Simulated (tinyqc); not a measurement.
Composition and strain of an epitaxial Si(1-x)Ge(x) layer from Raman and X-ray peaks: one step, computed by the program tinyqc. Command: `OMP_NUM_THREADS=1 python tinyqc.py 3023172 3023173 out.jsonl epiraman walk`. One thread of a shared host (Intel(R) Xeon(R) Processor @ 2.30GHz), about 0.01 s of CPU time with the checks.

A (001) layer, biaxially strained in the plane. The Raman peaks follow empirical lines omega = w0 + c1 x + c3 x^3 + b eps (c3 for Si-Ge alone), with eps the in-plane strain.

Question. Lattice constants and strain. Relaxed lattice constant a(x) = a_Si + (a_Ge - a_Si) x - B x (1 - x). In-plane constant a_par = a_sub + R (a(x) - a_sub); eps = a_par/a(x) - 1; eps_perp = -(2 C12/C11) eps with 2 C12/C11 linear in x; a_perp = a(x) (1 + eps_perp).

Inputs (values chosen for the exercise, modelled on silicon-germanium): Ge fraction x = 0.16; degree of relaxation R = 0.9; lattice constant of Si = 5.431 angstrom; lattice constant of Ge = 5.658 angstrom; bowing B = 0.025 angstrom; 2 C12/C11 of Si = 0.772; 2 C12/C11 of Ge = 0.752.

Substrate: silicon.

Give: relaxed constant a(x); substrate constant a_sub; a_par; in-plane strain eps; strain along the normal; a_perp.

Answer.

relaxed constant a(x) = 5.46396 angstrom

substrate constant a_sub = 5.431 angstrom

a_par = 5.460664 angstrom

in-plane strain eps = -0.60323 per mille

strain along the normal = 0.46376 per mille

a_perp = 5.4665 angstrom

The layer is under compression in the plane and is stretched along the normal.
